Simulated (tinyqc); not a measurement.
Lifetime from the low-frequency admittance.

Question. At low frequency a p+-n diode with a base of width wb has C_diff/G = (tau/2)(1 - 2 x/sinh 2x), x = wb/sqrt(Dp tau). Find tau, x and the limit of C_diff/G for infinite lifetime, wb^2/(3 Dp).

Inputs (values chosen for the exercise):
```
symbol,value,unit,meaning
Dp,6.7,cm^2/s,hole diffusion coefficient
wb,5,um,width of the neutral base
```

G = 2.5193309 S/cm^2
C_diff = 0.0070436179 uF/cm^2

Answer. The ratio rises steadily with tau from tau/2 (long base) towards wb^2/(3 Dp) (short base), so one lifetime matches as long as the ratio is below that limit.

tau = 6.000e-9 s
x = 2.494
limit of C_diff/G = 1.244e-8 s

Numbers from tinyqc (`OMP_NUM_THREADS=1 python tinyqc.py 2890214 2890215 out.jsonl`; about 0.01 s on one thread of a shared Intel Xeon 2.30GHz).
